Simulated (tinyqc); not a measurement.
Comparisons within one model: free and nearly free electrons in a metal. A value that a table varies takes the place of the one given here.

The cubic cell holds 2 atoms: n = 2 z/a^3, kF = (3 pi^2 n)^(1/3), EF = c kF^2/m, vF = 2 c kF/(m hbar), c = hbar^2/2m0; rs = (3/(4 pi n))^(1/3)/a0; D(EF) = 3 n/(2 EF).

Two plane waves k and k - G, G = (110) (2 pi/a): H = [[c k^2/m, V], [V, c (k - G)^2/m]] with c = hbar^2/2m0.

Square wire of width w with grain size w: rho/rho0 = 1/(1 - 3 al/2 + 3 al^2 - 3 al^3 ln(1 + 1/al)) + (3/4) (1 - p) l/w, with al = (l/w) Rg/(1 - Rg) (Mayadas-Shatzkes plus the thick-wire form of Fuchs-Sondheimer); l = hbar kF/(n e^2 rho), e = 1.602176634e-19 C.

Constants: hbar^2/2m0 = 3.80998211 eV angstrom^2; hbar = 6.58211957e-16 eV s; a0 (Bohr radius) = 0.5291772105 angstrom.

Values chosen for the exercise (near those of Na; the results hold for these values, not for the real material): a = 4.229 angstrom (bcc lattice constant); z = 1 (free electrons an atom); m = 1 m0 (mass); rho = 5.27 micro-ohm cm (bulk resistivity); p = 0.5 (specularity of the surfaces); Rg = 0.6 (reflection at grain boundaries); w = 14 nm (wire width).

## When the Fermi surface touches the face

On the face the lower band is E = c (G^2/4 + q^2)/m - V, q along the face. EF is held at its free value. A neck opens where EF > c G^2/(4m) - V, with radius q; the second band fills where EF > c G^2/(4m) + V.

Necks:

| V (eV) | lower band at the face centre (eV) | neck radius (1/angstrom) | radius/kF |
|---|---|---|---|
| 0.2 | 4.005 | - | - |
| 0.5 | 3.705 | - | - |
| 0.8 | 3.405 | - | - |
| 1.1 | 3.105 | 0.1857 | 0.202 |
| 1.4 | 2.805 | 0.3365 | 0.365 |
| 1.8 | 2.405 | 0.4671 | 0.507 |
| 2.2 | 2.005 | 0.5685 | 0.617 |
| 2.6 | 1.605 | 0.6544 | 0.710 |

EF = 3.237 eV
c G^2/(4m) = 4.205 eV

How do the results move?

Contact needs V > 0.969 eV. It is first met at V = 1.1 eV of those listed, and the radius then grows as the square root of the excess, to 0.710 kF at 2.6 eV. EF is held at its free value here; a count of states lowers it as V grows, strongly for V of an eV or more, so the threshold is a lower bound, the radii are upper bounds, and some necks may vanish.

## Resistivity of narrow wires

Wires:

| w (nm) | al | grain term (factor - 1) | surface term | rho (micro-ohm cm) |
|---|---|---|---|---|
| 200 | 0.204 | 0.292 | 0.051 | 7.08 |
| 100 | 0.408 | 0.574 | 0.102 | 8.83 |
| 50 | 0.815 | 1.128 | 0.204 | 12.29 |
| 30 | 1.359 | 1.860 | 0.340 | 16.86 |
| 20 | 2.038 | 2.770 | 0.509 | 22.55 |
| 14 | 2.911 | 3.938 | 0.728 | 29.86 |
| 10 | 4.076 | 5.493 | 1.019 | 39.59 |
| 7 | 5.822 | 7.824 | 1.456 | 54.18 |

l = 27.17 nm

What can be read from the table?

At 7 nm the resistivity is 10.28 times the bulk value; grain boundaries add more (7.82 from grains, 1.46 from surfaces). It passes twice the bulk value between 100 and 50 nm. The surface formula is meant for w above l = 27 nm, so the rows below that are rough.

## What sets the wire resistivity

All results formed anew. Each row changes one parameter from the base and keeps the others.

Results:

| case | EF (eV) | l (nm) | wire rho (micro-ohm cm) |
|---|---|---|---|
| base | 3.237 | 27.17 | 29.860 |
| a = 4.356 angstrom | 3.051 | 28.83 | 31.343 |
| m = 1.2 m0 | 2.697 | 27.17 | 29.860 |
| rho = 6.324 micro-ohm cm | 3.237 | 22.64 | 30.963 |
| p = 0.8 | 3.237 | 27.17 | 27.558 |
| Rg = 0.42 | 3.237 | 27.17 | 19.239 |
| w = 9.8 nm | 3.237 | 27.17 | 40.284 |

How do the results move?

The largest shifts from the base row, up to three for each result and ties (the steps differ in size, so this ranks the rows, not the parameters). EF (eV): m -0.539, a -0.186; unchanged at the printed digits by rho, p, Rg and w. l (nm): rho -4.53, a +1.66; unchanged at the printed digits by m, p, Rg and w. wire rho (micro-ohm cm): Rg -10.621, w +10.425, p -2.301; unchanged at the printed digits by m. The mass drops out of l at given rho, because vF falls and tau rises by the same factor.

Program tinyqc; command `OMP_NUM_THREADS=1 python tinyqc.py 1680381 1680382 out.jsonl`; about 0.01 s on one thread of a shared Intel(R) Xeon(R) Processor @ 2.30GHz.
